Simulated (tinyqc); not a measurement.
# AlGaN/GaN HEMT with access regions, lumped model: several studies

A polarisation-induced electron sheet under a Schottky gate, in series with two ungated access regions and contacts. Drift law v = mu E/(1 + mu E/vs) under the gate. Currents in mA/mm, resistances in ohm mm. No self-heating, no channel-length modulation; fits for polarisation, barrier and offset are chosen for the exercise.

Parameters, values chosen for the exercise; values close to those of AlGaN/GaN structures:

| symbol | value | unit | meaning |
|---|---|---|---|
| x | 0.19 |  | aluminium share of the barrier |
| d | 25 | nm | barrier thickness |
| eps_r | 9.3 |  | relative permittivity of barrier and channel |
| mu | 1300 | cm^2/(V s) | channel mobility |
| vs | 1.4e7 | cm/s | saturation velocity |
| Lg | 1.5 | um | gate length |
| Ls | 2 | um | source access length |
| Ld | 16 | um | drain access length |
| Rc | 0.55 | ohm mm | resistance of each contact |
| ft | 0.25 |  | share of the drain-access electrons removed by traps |
| Vg | 0 | V | gate voltage |

Constants: q = 1.602176634e-19 C, eps0 = 8.8541878128e-14 F/cm where lengths are in cm. Results are converted to the units shown.

Each table varies one quantity; the others keep the values above.

## Effect of the share of the drain-access electrons removed by traps

sigma = (5e13 x + 1.6e13 x^2) cm^-2, phiB = 0.84 + 1.3 x, dEc = 0.7 (1.71 x + x^2) in volts, Cb = eps0 eps_r/d, VT = phiB - dEc - q sigma/Cb, access density n0 = -Cb VT/q. Access resistance R(L, n) = L/(q mu n sqrt(1 - (I/(q n vs))^2)); Rs = Rc + R(Ls, n0), Rd = Rc + R(Ld, (1 - ft) n0). Vg' = Vg - I Rs, Vd' = Vd - I (Rs + Rd); with u = Vg' - VT, Vc = vs Lg/mu and w the smaller of Vd' and Vc [sqrt(1 + 2 u/Vc) - 1] (0 if negative), the channel gives (mu Cb/Lg)(u w - w^2/2)/(1 + w/Vc). I equals that channel current. Isat is I at Vd = 10 V, gm = dIsat/dVg, Ron the limit of Vd/I at small Vd.

The same in every row: VT (V) = -4.068; n0 (cm^-2) = 8.362e12.

Results:
```
ft	Ron (ohm mm)	Isat (mA/mm)	gm (mS/mm)
0	12.30	541.2	171.7
0.1	13.32	541.2	171.7
0.3	16.23	521.3	61.27
0.4	18.42	472.6	26.00
0.5	21.48	410.6	12.12
0.6	26.07	339.9	5.630
0.7	33.73	262.5	2.413
```

Estimate the missing row, ft = 0.2.

Computed row:
```
ft	Ron (ohm mm)	Isat (mA/mm)	gm (mS/mm)
0.2	14.59	541.2	171.7
```

With this row back in the table: As ft goes from 0 to 0.7, Ron rises from 12.3 to 33.7 ohm mm, Isat falls from 541 to 263 mA/mm and gm falls from 172 to 2.41 mS/mm. The ceiling Cb vs is 461 mS/mm. For ft = 0 to 0.3 the power passes 5 W/mm, where self-heating, left out here, lowers the current. For ft = 0.3 to 0.7 the gated channel is not yet saturated at 10 V, because the access regions take the voltage, and gm drops.

## Effect of the barrier thickness

Same model as above.

Effect of the barrier thickness:
```
d (nm)	VT (V)	n0 (cm^-2)	Ron (ohm mm)	Isat (mA/mm)	gm (mS/mm)
8	-0.7343	4.718e12	26.37	88.17	171.8
11	-1.323	6.180e12	20.39	184.8	194.5
14	-1.911	7.015e12	18.10	275.9	196.7
18	-2.695	7.695e12	16.59	384.2	189.8
22	-3.479	8.129e12	15.77	478.5	179.6
27	-4.460	8.489e12	15.14	557.1	61.18
33	-5.636	8.778e12	14.68	590.6	27.90
```

As d goes from 8 to 33 nm, Ron falls from 26.4 to 14.7 ohm mm, Isat rises from 88.2 to 591 mA/mm and gm goes from 172 through a maximum of 197 (at d = 14 nm among the rows listed) to 27.9 mS/mm. VT falls from -0.734 to -5.64 V. For d = 27 to 33 nm the power passes 5 W/mm, where self-heating, left out here, lowers the current. For d = 27 to 33 nm the gated channel is not yet saturated at 10 V, because the access regions take the voltage, and gm drops.

## Effect of the aluminium share of the barrier

Same model as above.

Effect of the aluminium share of the barrier:
```
x	VT (V)	n0 (cm^-2)	Ron (ohm mm)	Isat (mA/mm)	gm (mS/mm)
0.12	-2.188	4.499e12	27.60	203.2	126.2
0.17	-3.522	7.241e12	17.57	434.2	161.1
0.22	-4.899	1.007e13	12.94	662.1	50.12
0.27	-6.317	1.299e13	10.28	855.0	30.96
0.32	-7.779	1.599e13	8.556	1042	23.97
0.37	-9.282	1.908e13	7.348	1226	20.15
0.42	-10.83	2.226e13	6.456	1408	17.63
```

Read the table: what changes, and by how much?

As x goes from 0.12 to 0.42, Ron falls from 27.6 to 6.46 ohm mm, Isat rises from 203 to 1410 mA/mm and gm goes from 126 through a maximum of 161 (at x = 0.17 among the rows listed) to 17.6 mS/mm. VT falls from -2.19 to -10.8 V. For x = 0.22 to 0.42 the power passes 5 W/mm, where self-heating, left out here, lowers the current. At x = 0.42 the barrier is thick and rich enough in aluminium to relax or crack. For x = 0.22 to 0.42 the gated channel is not yet saturated at 10 V, because the access regions take the voltage, and gm drops.

Numbers from tinyqc (`OMP_NUM_THREADS=1 python tinyqc.py 2570133 2570134 out.jsonl`; about 0.04 s on one thread of a shared Intel Xeon 2.30GHz).
